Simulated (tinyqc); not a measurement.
# Potential step from the flux

Problem. On one interval J = (q mu Vt/hx) [nb B(d) - na B(-d)], B(d) = d/(exp(d) - 1), d = (psi_b - psi_a)/Vt. Find psi_b - psi_a, and the step at which J would vanish.

Inputs (values chosen for the exercise):

| symbol | value | unit | meaning |
|---|---|---|---|
| T | 450 | K | temperature |
| mu | 1340 | cm^2/(V s) | electron mobility |
| na | 9.6e13 | cm^-3 | density at the left node |
| nb | 2.1e15 | cm^-3 | density at the right node |
| hx | 34 | nm | node spacing |

Constants: q = 1.602176634e-19 C, kB = 1.380649e-23 J/K, Vt = kB T/q. Results are converted to the units shown.

J = 3016.3106 A/cm^2

Solution. B(d) falls and B(-d) rises with d, so J falls steadily with the step and one value matches. J = 0 needs nb/na = exp(d), the Boltzmann ratio.

psi_b - psi_a = 0.0310 V
step for J = 0 = 0.120 V

tinyqc, about 0.01 s, one thread, Intel Xeon 2.30GHz (shared host): `OMP_NUM_THREADS=1 python tinyqc.py 2220061 2220062 out.jsonl`
